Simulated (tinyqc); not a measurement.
MOS inversion layer, Poisson-Schroedinger loop: course of the self-consistent loop.

Electrons confined at an insulator interface at z = 0, treated as a hard wall; parabolic valleys, Hartree approximation, no image or exchange terms. The depletion charge lies far deeper than the electrons and gives a uniform field q Nd/(eps0 eps_r); the gate balances all charge. Energies are counted from the band edge at the interface.

V0 = q Nd z/(eps0 eps_r) in eV.

Tridiagonal Hamiltonian with psi = 0 one step beyond both ends: H_ii = C (1/m_(i-1/2) + 1/m_(i+1/2))/hz^2 + V0_i + U_i (+ dE for the set B), H_(i,i+1) = -C/(m_(i+1/2) hz^2), C = hbar^2/(2 m0). The lowest 2 level(s) of each valley set are kept, normalised to hz sum |psi|^2 = 1. The mass is the same on all intervals.

Level k holds N_k = D_k Vt ln(1 + exp((EF - E_k)/Vt)) with D = 2 md1 m0 q/(pi hbar^2) for the set A, D = 4 md2 m0 q/(pi hbar^2) for the set B per eV (spin included); EF is fixed by sum N_k = Ns.

n_i = sum_k N_k |psi_k|^2 (converted to cm^-3). Hartree part by Gauss: on the interval before node i the electrons still beyond are S_i = Ns - hz sum_(j<i) n_j, and U_i = U_(i-1) + q S_i hz/(eps0 eps_r) in eV, U_0 = 0 at the interface. Mixing: U(new) = U + a (U(out) - U).

Start from U = 0. Stop when the largest |U(out) - U| is below 1e-7 eV, or after 40 rounds.

Inputs (values chosen for the exercise); masses and permittivity close to those of silicon (100):
```
symbol,value,unit,meaning
T,300,K,temperature
eps_r,11.5,,relative permittivity
mz1,0.93,m0,mass along z of valley set A (2 valley(s))
md1,0.191,m0,in-plane density-of-states mass of set A
mz2,0.194,m0,mass along z of valley set B (4 valley(s))
md2,0.412,m0,in-plane density-of-states mass of set B
Ns,1.4e13,cm^-2,sheet density of electrons
Nd,6.4e10,cm^-2,sheet density of depletion charge
dE,0,eV,extra shift of set B (strain)
hz,0.79,nm,mesh step
a,1,,mixing factor
```

Constants: q = 1.602176634e-19 C, kB = 1.380649e-23 J/K, hbar = 1.054571817e-34 J s, m0 = 9.1093837015e-31 kg, Vt = kB T/q, eps0 = 8.8541878128e-14 F/cm where lengths are in cm, hbar^2/(2 m0) = 0.0380998212 eV nm^2. Results are converted to the units shown.

z, node 1 to 16 (nm): 0.79  1.58  2.37  3.16  3.95  4.74  5.53  6.32  7.11  7.9  8.69  9.48  10.27  11.06  11.85  12.64

Course of the iteration:
```
round  level A1 (eV)     EF (eV)  largest |U(out) - U| (eV)
1         0.00815718  2.87833e-4                       1.39
2           0.282722    0.367744                       1.19
3           0.205175    0.197477                       1.17
4           0.282584    0.367529                       1.17
5           0.205536    0.197845                       1.17
6           0.282580    0.367523                       1.17
7           0.205546    0.197856                       1.17
8           0.282580    0.367523                       1.17
9           0.205547    0.197856                       1.17
...              ...         ...                        ...
32          0.282580    0.367523                       1.17
33          0.205547    0.197856                       1.17
34          0.282580    0.367523                       1.17
35          0.205547    0.197856                       1.17
36          0.282580    0.367523                       1.17
37          0.205547    0.197856                       1.17
38          0.282580    0.367523                       1.17
39          0.205547    0.197856                       1.17
40          0.282580    0.367523                       1.17
```

Did this iteration meet its convergence test, and what does its course show?

No. Not converged within 40 rounds: the residual has levelled off at one value. The lowest level moves up and down in turn: each round overcorrects the one before. Reruns converge within the same cap with Anderson mixing of depth 4 with a = 0.5 (18 rounds) and with plain mixing with a = 0.5 (22 rounds).

Program tinyqc, `OMP_NUM_THREADS=1 python tinyqc.py 2160070 2160071 out.jsonl`; Intel Xeon 2.30GHz, shared host, one thread, about 2 s.
